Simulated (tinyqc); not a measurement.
Surface potential of a MOS transistor: implicit equation and explicit approximations: one step of the calculation.

p-type body, charge-sheet picture, depletion and inversion only, full ionisation (an idealisation for deep acceptors), Boltzmann statistics (rough once Na exp(x - xn) passes about Nc/7). In units of Vt: xg = (Vg - Vfb)/Vt, x = psi/Vt, G = gamma/sqrt(Vt), xn = (2 phiF + Vc)/Vt. The implicit equation is (xg - x)^2 = G^2 [x - 1 + exp(x - xn)] for x above about 3. Cox = eps0 eox/tox.

Problem. Potential, charges and gate control. psi = Vt x; N_dep = Cox Vt G sqrt(x - 1)/q; N_inv = (Cox Vt G/q) [sqrt(x - 1 + exp(x - xn)) - sqrt(x - 1)]; dpsi/dVg = 1/[1 + G^2 (1 + exp(x - xn))/(2 (xg - x))].

Parameters, values chosen for the exercise; band and dielectric values close to those of germanium:
```
symbol  value  unit                                                                 meaning
T         350     K                                                             temperature
eox      7.71        relative permittivity of the gate insulator (close to silicon nitride)
tox        32    nm                                                     insulator thickness
Vc          0     V                                                    channel-body voltage
```

Constants: q = 1.602176634e-19 C, kB = 1.380649e-23 J/K, Vt = kB T/q, eps0 = 8.8541878128e-14 F/cm where lengths are in cm. Results are converted to the units shown.

converged x = 15.306342
G = 4.6925286
xn = 12.272284
xg = 43.102496

Find: psi; N_dep; N_inv; dpsi/dVg.

Solution.

psi = 0.4616 V
N_dep = 7.128e11 cm^-2
N_inv = 4.035e11 cm^-2
dpsi/dVg = 0.1039

psi lies 3.0 Vt above 2 phiF + Vc.

Program tinyqc, `OMP_NUM_THREADS=1 python tinyqc.py 2122088 2122089 out.jsonl`; Intel Xeon 2.30GHz, shared host, one thread, about 0.01 s.
